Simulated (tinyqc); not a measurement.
Estimate of lattice thermal conductivity from elastic moduli (Slack, Klemens and Cahill formulas). Which input was changed? Computed by tinyqc, a small Python program. Command: `OMP_NUM_THREADS=1 python tinyqc.py 3019709 3019710 out.jsonl slack which`. One thread of a shared host (Intel(R) Xeon(R) Processor @ 2.30GHz), about 0.04 s of CPU time with the checks.

An isotropic solid.

Inputs (values chosen for the exercise, for a model crystal):
```
quantity,value,unit
bulk modulus B,293,GPa
shear modulus G,82.8,GPa
volume per atom V,27.2,angstrom^3
mean atomic mass M,110,u
atoms per primitive cell n,2,-
temperature T,400,K
disorder parameter Gamma,0.0054,-
grain size d,110,nm
```

Grueneisen parameter: from the Poisson ratio.

Constants: u = 1.6605390666e-27 kg; hbar = 1.054571817e-34 J s; k_B = 1.380649e-23 J/K; h = 6.62607015e-34 J s.

Method:
- rho = M/V; vL = sqrt((B + 4G/3)/rho), vT = sqrt(G/rho); v_m = [(vL^-3 + 2 vT^-3)/3]^(-1/3); Poisson ratio sigma = (3B - 2G)/(6B + 2G); Theta = hbar v_m (6 pi^2/V)^(1/3)/k_B.
- Empirical rule gamma = (3/2) (1 + sigma)/(2 - 3 sigma).
- Slack, an estimate for T near or above Theta_a: kappa = A M Theta_a^3 delta n^(1/3)/(gamma^2 T) in W/(m K), with M in u, delta = V^(1/3) in angstrom, Theta_a = Theta n^(-1/3) and A = 2.43e-6/(1 - 0.514/gamma + 0.228/gamma^2).
- High-temperature forms with the classical heat capacity. Klemens: kappa/kappa_0 = arctan(u)/u, u^2 = pi^2 Theta V Gamma kappa_0/(h v_m^2). Grains: 1/kappa_poly = 1/kappa + 1/(C v_m d/3), C = 3 k_B/(n V), the acoustic branches alone.

Problem. One of these inputs alone was changed, within the range given: bulk modulus B (146.5 to 586); mean atomic mass M (55 to 220); temperature T (200 to 800); disorder parameter Gamma (0.0027 to 0.0108). Which one, and to what value?

Results:
```
run,kappa of the polycrystal (W/(m K)),Debye temperature Theta (K),Grueneisen parameter gamma
before,12.20562,391.9376,2.317223
after,13.44165,391.9376,2.317223
```

Solution.

Each candidate set to reproduce kappa of the polycrystal, and what it then gives:
```
candidate,range searched,value needed,Debye temperature Theta (K),Grueneisen parameter gamma
bulk modulus B (GPa),146.5 to 586,257.4,391.08,2.1714
mean atomic mass M (u),55 to 220,90.70,431.63,2.3172
temperature T (K),200 to 800,350.0,391.94,2.3172
disorder parameter Gamma,0.0027 to 0.0108,out of reach,-,-
```

Only temperature T fits every result: it went from 400 to 350 K. The next best candidate, bulk modulus B, misses one result by 6.3 %.
